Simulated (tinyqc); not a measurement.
Hall effect and magnetoresistance of several carrier groups with constant relaxation times: one step, computed by the program tinyqc. Command: `OMP_NUM_THREADS=1 python tinyqc.py 3008961 3008962 out.jsonl hall2 walk`. One thread of a shared host (Intel(R) Xeon(R) Processor @ 2.30GHz), about 0.01 s of CPU time with the checks.

Group 1 has charge +e and group 2 charge +e; s_i is that sign. B lies along z; mu B is formed with mu in m^2/(V s).

Problem. Limits of weak and strong field. Weak field: R_H(0) = sum s_i n_i mu_i^2/(e (sum n_i mu_i)^2); MR = c B^2 with c = n1 n2 mu1 mu2 (s1 mu1 - s2 mu2)^2/(n1 mu1 + n2 mu2)^2. Strong field: R_H = 1/(e sum s_i n_i); rho_xx saturates at (n1/mu1 + n2/mu2)/(e (sum s_i n_i)^2).

Inputs (values chosen for the exercise, for a model conductor): density n1 = 4.3e+10 1/cm^2; mobility mu1 = 15000 cm^2/(V s); density n2 = 1e+12 1/cm^2; mobility mu2 = 480 cm^2/(V s).

Carriers: light and heavy holes. Densities: per area (a thin layer).

Constants: e = 1.602176634e-19 C.

Give: R_H at weak field; coefficient c; R_H at strong field; saturation MR.

Solution.

R_H at weak field = 4.885e+07 cm^2/C

coefficient c = 0.5157 1/T^2

R_H at strong field = 5.984e+06 cm^2/C

saturation MR = 115.7 %

R_H keeps its sign, and its size changes by a factor 0.123 from weak to strong field.
